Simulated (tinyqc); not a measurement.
Comparisons within one model: smearing for a one-band metal on the fcc lattice. A value that a table varies takes the place of the one given here.

Lattice vectors (units of a): a1 = (0, 1/2, 1/2), a2 = (1/2, 0, 1/2), a3 = (1/2, 1/2, 0). E(k) = -t A_1(k) - t2 A_2(k), A_m the sum of cos(k . R) over the 12 nearest and 6 second lattice vectors. Mesh k = sum (j_i/N) b_i, j_i = 0 .. N-1.

With x = (E_k - mu)/sigma: Fermi-Dirac f = 1/(1 + exp(x)), s = -f ln f - (1 - f) ln(1 - f); Gaussian f = erfc(x)/2, s = exp(-x^2)/(2 sqrt(pi)); Methfessel-Paxton (first order) f = erfc(x)/2 - x exp(-x^2)/(2 sqrt(pi)), s = (1 - 2 x^2) exp(-x^2)/(4 sqrt(pi)); cold (Marzari-Vanderbilt) with y = x + 1/sqrt(2), f = erfc(y)/2 + exp(-y^2)/sqrt(2 pi), s = y exp(-y^2)/sqrt(2 pi). With weights w = points/N^d (d the dimension), mu solves 2 sum w f = ne; E = 2 sum w f E_k, S = 2 sum w s, F = E - sigma S.

With x = (E_k - mu)/sigma: Gaussian f = erfc(x)/2, s = exp(-x^2)/(2 sqrt(pi)); Methfessel-Paxton (first order) f = erfc(x)/2 - x exp(-x^2)/(2 sqrt(pi)), s = (1 - 2 x^2) exp(-x^2)/(4 sqrt(pi)). With weights w = points/N^d (d the dimension), mu solves 2 sum w f = ne; E = 2 sum w f E_k, S = 2 sum w s, F = E - sigma S.

With x = (E_k - mu)/sigma: Methfessel-Paxton (first order) f = erfc(x)/2 - x exp(-x^2)/(2 sqrt(pi)), s = (1 - 2 x^2) exp(-x^2)/(4 sqrt(pi)). With weights w = points/N^d (d the dimension), mu solves 2 sum w f = ne; E = 2 sum w f E_k, S = 2 sum w s, F = E - sigma S.

Parameters, chosen for this exercise:
- t = 0.84 eV (nearest hopping)
- t2 = -0.2 eV (second hopping)
- ne = 1.62 (electrons per cell)
- N = 4 (unshifted mesh)
- sigma = 0.42 eV (width)

## Error of each scheme against the width

All on the dense mesh N = 40. The reference is F of first-order Methfessel-Paxton smearing with sigma = 0.05 t on the mesh N = 40; it moves by 0.05 meV on the mesh N = 50; in three dimensions such meshes can agree by chance and the reference may be off by about 1 meV, so smaller errors are not resolved.

Errors (meV per cell):

| sigma (eV) | FD F | FD (E+F)/2 | Gauss F | Gauss (E+F)/2 | MP F | cold F |
|---|---|---|---|---|---|---|
| 0.084 | -3.15 | 0.07 | -0.44 | 0.02 | 0.02 | 0.03 |
| 0.126 | -7.18 | 0.07 | -1.04 | 0.05 | 0.05 | 0.06 |
| 0.168 | -12.82 | 0.05 | -1.89 | 0.07 | 0.07 | 0.05 |
| 0.252 | -28.80 | -0.27 | -4.34 | 0.07 | 0.07 | 0.03 |
| 0.336 | -50.67 | -1.42 | -7.76 | 0.07 | 0.07 | -0.02 |
| 0.504 | -109.73 | -7.55 | -17.57 | 0.08 | 0.08 | -0.22 |
| 0.672 | -185.58 | -19.54 | -31.25 | -0.08 | -0.08 | -0.59 |

reference = -1.34011 eV

Doubling sigma from 0.168 to 0.336 eV multiplies the error of F by 4.0 (Fermi-Dirac) and 4.1 (Gaussian); a pure sigma^2 term would give 4. At the smallest width Fermi-Dirac errs 7.1 times as much as Gaussian, against 2 pi^2/3 = 6.6 for the ratio of the sigma^2 terms at equal sigma. At the largest width the sizes of the errors rank MP F 0.1, Gauss (E+F)/2 0.1, cold F 0.6, FD (E+F)/2 19.5, Gauss F 31.3, FD F 185.6 meV; below about 1 meV this order, and the ratios at the smallest width, carry the noise of the mesh.

## Mesh against width

Gaussian smearing, (E + F)/2. The reference is F of first-order Methfessel-Paxton smearing with sigma = 0.05 t on the mesh N = 40; it moves by 0.05 meV on the mesh N = 50; in three dimensions such meshes can agree by chance and the reference may be off by about 1 meV, so smaller errors are not resolved.

Errors (meV per cell):

| N | sigma = 0.05 t | sigma = 0.15 t | sigma = 0.4 t |
|---|---|---|---|
| 4 | 39.34 | 34.58 | 22.70 |
| 6 | 31.95 | 30.82 | 32.51 |
| 8 | -4.04 | -5.40 | -8.35 |
| 12 | -2.18 | -2.71 | -1.88 |
| 16 | 1.57 | 1.53 | 0.49 |
| 24 | -0.34 | -0.27 | 0.11 |

reference = -1.34011 eV

First N from which the value stays within 2 meV of its last entry (which need not be the best one): 12 for sigma = 0.05 t, 16 for sigma = 0.15 t, 12 for sigma = 0.4 t. At the last mesh the errors are -0.34, -0.27 and +0.11 meV. By this 2 meV bar the wider smearing does not converge sooner. The smallest error belongs to 0.05 t on 1, 0.15 t on 1, 0.4 t on 4 of the 6 meshes.

## What moves the results of Methfessel-Paxton (first order) smearing

All sums formed anew. Each row changes one parameter from the base and keeps the others.

Results:

| case | mu (eV) | E (eV) | S | F (eV) |
|---|---|---|---|---|
| base | 1.8887 | -1.2984 | 0.0419 | -1.3160 |
| N = 8 | 2.9612 | -1.3482 | -0.0010 | -1.3477 |
| sigma = 0.84 eV | 2.1006 | -1.3019 | 0.0373 | -1.3332 |
| ne = 1.72 | 2.0368 | -1.1304 | -0.0228 | -1.1208 |
| t2 = -0.116 eV | 1.8887 | -1.2197 | 0.0419 | -1.2372 |
| t = 0.924 eV | 2.0567 | -1.4095 | 0.0419 | -1.4271 |

The largest shifts from the base row, up to three for each result and ties (the steps differ in size, so this ranks the rows, not the parameters). mu (eV): N +1.0726, sigma +0.2119, t +0.1680; unchanged at the printed digits by t2. E (eV): ne +0.1680, t -0.1111, t2 +0.0787. S: ne -0.0647, N -0.0429, sigma -0.0046; unchanged at the printed digits by t2 and t. F (eV): ne +0.1952, t -0.1111, t2 +0.0788.

(tinyqc, `OMP_NUM_THREADS=1 python tinyqc.py 1651027 1651028 out.jsonl`, Intel(R) Xeon(R) Processor @ 2.30GHz, 1 thread, shared host, about 0.2 s.)
